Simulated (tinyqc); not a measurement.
Haynes-Shockley experiment: drift, diffusion and decay of a minority-carrier pulse: one step, computed by the program tinyqc. Command: `OMP_NUM_THREADS=1 python tinyqc.py 3114324 3114325 out.jsonl haynes walk`. One thread of a shared host (Intel(R) Xeon(R) Processor @ 2.30GHz), about 0.01 s of CPU time with the checks.

A thin sheet of excess carriers is made at x = 0, t = 0 in a long uniform bar; injection is low, so the pulse moves with the minority mobility.

Question. The signal at the collector. dn(x, t) = N0/sqrt(4 pi D t) exp(-(x - v t)^2/(4 D t) - t/tau). At fixed x the signal peaks where d ln(dn)/dt = 0: a t^2 + t/2 - x^2/(4 D) = 0 with a = v^2/(4 D) + 1/tau. The full width at half maximum is found by solving dn(x, t) = peak/2 on both sides of the peak.

Inputs (values chosen for the exercise, modelled on electrons in p-type germanium in a lightly doped bar):
```
quantity                       value         unit
lifetime tau                      38  microsecond
temperature T                    300            K
distance d to the collector     0.31           cm
injected sheet density N0    3.4e+10       1/cm^2
```

drift velocity v = 40984 cm/s

D = 112.7147 cm^2/s

Give: time of the peak t_p; peak density; width at half maximum.

Answer.

time of the peak t_p = 7.471 microsecond

peak density = 2.704e+11 1/cm^3

width at half maximum = 2.347 microsecond
